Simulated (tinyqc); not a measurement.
Overlap of hydrogenic dopants: pairs, impurity band and the Mott density: one step. The pair with two electrons (two-site Hubbard model). Three cases, with inputs chosen for the exercise.

Task: t is the hopping between the two dopants. Singlet at (u - sqrt(u^2 + 16 t^2))/2 below the triplet at 0; estimate 4 t^2/u; weight of double occupancy (1 - u/sqrt(u^2 + 16 t^2))/2; swap time pi hbar/Jx with Jx the splitting in eV. t and u are in units of Ry*.

Constants: hbar = 6.58211957e-16 eV s.

Case 1.

Values chosen (out of a larger set: an isotropic mass and dielectric constant of the size used for donors in Si; not measured data): u = 0.945 Ry* (cost of a second electron on one dopant).

t = 0.0243406 Ry*
Ry* = 33.22978 meV

Case 2.

Values chosen (out of a larger set: an isotropic mass and dielectric constant of the size used for donors in SiC; not measured data): u = 0.945 Ry* (cost of a second electron on one dopant).

t = 0.1657600 Ry*
Ry* = 50.06895 meV

Case 3.

Values chosen (out of a larger set: an isotropic mass and dielectric constant of the size used for donors in GaN; not measured data): u = 0.945 Ry* (cost of a second electron on one dopant).

t = 0.0363888 Ry*
Ry* = 32.02789 meV

Give: singlet-triplet splitting; double occupancy; swap time.

Result:

Case 1.

singlet-triplet splitting (meV): exact 0.08311, 4 t^2/u 0.08333

double occupancy = 0.0026
swap time = 24.9 ps

The estimate is 0.3 % too high at 4t/u = 0.10.

Case 2.

singlet-triplet splitting (meV): exact 5.242, 4 t^2/u 5.823

double occupancy = 0.0907
swap time = 0.394 ps

The estimate is 11.1 % too high at 4t/u = 0.70.

Case 3.

singlet-triplet splitting (meV): exact 0.1785, 4 t^2/u 0.1795

double occupancy = 0.0058
swap time = 11.6 ps

The estimate is 0.6 % too high at 4t/u = 0.15.

Computed by tinyqc, one run a case: `OMP_NUM_THREADS=1 python tinyqc.py N N+1 out.jsonl` with N = 1482012, 1482145, 1482240; one thread of a shared Intel(R) Xeon(R) Processor @ 2.30GHz, about 0.01 s a run at most.
